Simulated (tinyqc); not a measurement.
Chemically amplified photoresist: aerial image, acid generation, bake, development and line width: one step, computed by the program tinyqc.

Lines and spaces of pitch p with a two-beam-like image; x = 0 is the middle of the bright space. The resist is positive and treated as uniform in depth.

Question. Acid image and its blur. Dose E(x) = E [1 + c cos(2 pi x/p)]; acid h = 1 - exp(-C E(x)). Bake: the acid image is blurred by a Gaussian of variance sigma^2 = 2 D t (each Fourier term k of h, taken on 64 points, is multiplied by exp(-4 pi^2 k^2 D t/p^2)). Cosine coefficients: h(x) = sum_k h_k cos(2 pi k x/p).

Inputs (values chosen for the exercise, for a model resist at 13.5 nm):
```
quantity            value     unit
pitch p                30       nm
image contrast c     0.52        -
mean dose E          8.17  mJ/cm^2
Dill parameter C    0.045  cm^2/mJ
acid diffusivity D   0.02   nm^2/s
bake time t            90        s
```

Give: diffusion length sigma = sqrt(2 D t); h_0 to h_4 before the bake; h_0 to h_4 after the blur; blur factor of the first harmonic.

Answer.

diffusion length sigma = sqrt(2 D t) = 1.8974 nm

h_0 to h_4 before the bake: 0.30130  0.13297  -0.00635  0.00020  0.00000

h_0 to h_4 after the blur: 0.30130  0.12287  -0.00463  0.00010  0.00000

blur factor of the first harmonic = 0.92408

sigma/p = 0.063; the blur keeps 92 % of the modulation.
